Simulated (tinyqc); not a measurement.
RHF in the sto-3g basis, for BeH2, spin multiplicity 1, step by step. One step of it, computed by the program tinyqc.

Question. Orthogonalisation. S = U s U^T; symmetric (Loewdin) form X = U s^(-1/2) U^T, so that X^T S X = 1.

overlap S, lower triangle:
```
           1Be 1s    1Be 2s   1Be 2px    1Be 2py   1Be 2pz     2H 1s     3H 1s
1Be 1s   1.000000
1Be 2s   0.259517  1.000000
1Be 2px  0.000000  0.000000  1.000000
1Be 2py  0.000000  0.000000  0.000000   1.000000
1Be 2pz  0.000000  0.000000  0.000000   0.000000  1.000000
2H 1s    0.024950  0.289748  0.000000   0.372398  0.040455  1.000000
3H 1s    0.024950  0.289748  0.000000  -0.372398  0.040455  0.004861  1.000000
```

Give: eigenvalues of S; X.

Answer.

eigenvalues of S: 0.471  0.530  0.951  1.000  1.019  1.506  1.524

X, lower triangle:
```
         1Be 1s  1Be 2s  1Be 2px  1Be 2py  1Be 2pz   2H 1s  3H 1s
1Be 1s    1.028
1Be 2s   -0.146   1.103
1Be 2px   0.000   0.000    1.000
1Be 2py   0.000   0.000    0.000    1.132
1Be 2pz  -0.001   0.010    0.000    0.000    1.001
2H 1s     0.019  -0.167    0.000   -0.229   -0.023   1.104
3H 1s     0.019  -0.167    0.000    0.229   -0.023  -0.031  1.104
```
